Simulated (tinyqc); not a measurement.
Comparisons within one model: metal-induced gap states at the contact of a metal chain and a two-band chain. A value that a table varies takes the place of the one given here.

The semiconductor alternates sites A at -Eg/2 and C at +Eg/2 with hopping -t; the gap runs from -Eg/2 to Eg/2. In the gap cosh(q a) = 1 + (Eg^2/4 - E^2)/(2 t^2) and the amplitude changes by -exp(-q a) a period. The metal has site energy 0 and hopping -tm; its end site has g_m = (E - i sqrt(4 tm^2 - E^2))/(2 tm^2). Sites 1, 2, ... count into the semiconductor, with energies e1, e2 alternating. The clean half chain has g1 = 1/(E - e1 - t^2 g2), g2 = 1/(E - e2 - t^2 g1), decaying root. With the contact G11 = 1/(1/g1 - tc^2 g_m), and the density on site j is -Im G_jj/pi = |psi_j/psi_1|^2 (-Im G11/pi), per spin, with psi_2/psi_1 = -t g2, psi_3/psi_2 = -t g1.

Constants: e^2/(4 pi eps0) = 14.39964547 eV angstrom.

Values chosen for the exercise (gap and optical dielectric constant near those of SiO2; the chain itself is a model; shifted at random, so the results belong to these values and not to a real crystal): Eg = 8.63 eV (gap); t = 3.18 eV (hopping in the semiconductor); tm = 3.45 eV (hopping in the metal); tc = 2.26 eV (hopping across the contact); end = C (site that touches the metal); a = 3.1 angstrom (period (two sites); one chain for each area a^2); eps = 2.1 (dielectric constant); E = 2.91 eV (energy from mid-gap).

## Across the gap

E = f Eg. Share on C: the part of the summed density that lies on C sites, whose orbitals make the conduction edge.

Gap states:

| f | E (eV) | xi = 1/(2q) (angstrom) | D1 (1/eV) | D2 (1/eV) | sum (1/eV) | share on C |
|---|---|---|---|---|---|---|
| -0.48 | -4.142 | 4.10 | 0.0006 | 0.0187 | 0.0363 | 0.029 |
| -0.40 | -3.452 | 1.95 | 0.0022 | 0.0091 | 0.0143 | 0.197 |
| -0.30 | -2.589 | 1.49 | 0.0042 | 0.0059 | 0.0115 | 0.414 |
| -0.15 | -1.294 | 1.27 | 0.0076 | 0.0042 | 0.0128 | 0.645 |
| 0.00 | 0.000 | 1.22 | 0.0123 | 0.0035 | 0.0172 | 0.781 |
| 0.15 | 1.294 | 1.27 | 0.0201 | 0.0032 | 0.0256 | 0.863 |
| 0.30 | 2.589 | 1.49 | 0.0355 | 0.0031 | 0.0442 | 0.919 |
| 0.40 | 3.452 | 1.95 | 0.0582 | 0.0029 | 0.0769 | 0.952 |
| 0.48 | 4.142 | 4.10 | 0.1087 | 0.0015 | 0.2078 | 0.986 |

What can be read from the table?

The decay length xi of the density is shortest at mid-gap, 1.22 angstrom, and grows to 4.1 near the edges. The summed density is least at f = -0.3 (0.0115) and largest at f = 0.48 (0.2078 1/eV). The share on C goes from 0.03 to 0.99 and passes one half near f = -0.244, a point that depends on which site ends the chain. The states turn from valence-like to conduction-like across the gap; the branch point, where the decay is fastest, lies at mid-gap in this symmetric chain and is the usual estimate of the neutrality level.

## Wider gaps pin less

E = 0; Eg is varied and eps follows 1 + (eps0 - 1)(Eg0/Eg), with the given Eg and eps as Eg0 and eps0. xi = 1/(2q), N = 2 (summed density)/a^2, S = 1/(1 + 4 pi e^2 N xi/eps).

Against the gap:

| Eg (eV) | eps | xi (angstrom) | summed density (1/eV) | S | S at fixed eps |
|---|---|---|---|---|---|
| 0.50 | 19.99 | 19.72 | 0.4748 | 0.054 | 0.006 |
| 0.75 | 13.66 | 13.15 | 0.3124 | 0.081 | 0.013 |
| 1.10 | 9.63 | 8.97 | 0.2090 | 0.120 | 0.029 |
| 1.50 | 7.33 | 6.59 | 0.1500 | 0.165 | 0.053 |
| 2.30 | 5.13 | 4.31 | 0.0935 | 0.253 | 0.122 |
| 3.40 | 3.79 | 2.93 | 0.0593 | 0.366 | 0.243 |
| 5.50 | 2.73 | 1.85 | 0.0324 | 0.548 | 0.483 |
| 9.00 | 2.05 | 1.18 | 0.0161 | 0.742 | 0.746 |

What does this show, and why?

From Eg = 0.5 to 9 eV xi falls by a factor 16.8 and the summed density by 29.5, so at fixed eps S rises from 0.01 to 0.75. The weaker screening of wide-gap solids works against this: with it S goes from 0.05 to 0.74.

## Weakening the contact bond

At the given E, tc is varied, as by a thin spacer. xi = 1/(2q), N = 2 (summed density)/a^2, S = 1/(1 + 4 pi e^2 N xi/eps) with xi and eps kept.

Against tc:

| tc (eV) | D1 (1/eV) | summed density (1/eV) | S |
|---|---|---|---|
| 0.10 | 0.00016 | 0.00020 | 0.9942 |
| 0.25 | 0.00101 | 0.00127 | 0.9648 |
| 0.50 | 0.00395 | 0.00496 | 0.8749 |
| 0.80 | 0.00965 | 0.01213 | 0.7409 |
| 1.20 | 0.01965 | 0.02470 | 0.5841 |
| 1.80 | 0.03458 | 0.04347 | 0.4438 |
| 2.50 | 0.04390 | 0.05518 | 0.3860 |
| 3.50 | 0.04172 | 0.05243 | 0.3981 |

What does this show, and why?

For a weak bond the density goes as tc^2 (ratio 6.21 between 0.25 and 0.1 eV, against 6.25). It is largest at tc = 2.5 eV among these rows and falls beyond, as the first site pairs off with the metal. S is 0.994 at 0.1 eV and has its least value, 0.386, in that row.

## What each parameter does

xi = 1/(2q), summed density, and S = 1/(1 + 4 pi e^2 N xi/eps), N = 2 (summed density)/a^2. Each row changes one parameter from the base and keeps the others.

Results:

| case | xi (angstrom) | summed density (1/eV) | S |
|---|---|---|---|
| base | 1.608 | 0.05273 | 0.3968 |
| Eg = 9.493 eV | 1.384 | 0.03958 | 0.5044 |
| t = 3.498 eV | 1.757 | 0.05096 | 0.3837 |
| tm = 3.795 eV | 1.608 | 0.05340 | 0.3938 |
| tc = 2.486 eV | 1.608 | 0.05508 | 0.3864 |
| eps = 2.31 | 1.608 | 0.05273 | 0.4198 |
| end = A | 1.608 | 0.01194 | 0.7439 |

What can be read from the table?

The largest shifts from the base row, up to three for each result and ties (the steps differ in size, so this ranks the rows, not the parameters). xi (angstrom): Eg -0.223, t +0.150; unchanged at the printed digits by tm, tc, eps and end. summed density (1/eV): end -0.04079, Eg -0.01315, tc +0.00235; unchanged at the printed digits by eps. S: end +0.3471, Eg +0.1076, eps +0.0230. The decay length belongs to the semiconductor alone; the metal and the contact set only the amplitude.

(tinyqc, `OMP_NUM_THREADS=1 python tinyqc.py 1450741 1450742 out.jsonl`, Intel(R) Xeon(R) Processor @ 2.30GHz, 1 thread, shared host, about 0.01 s.)
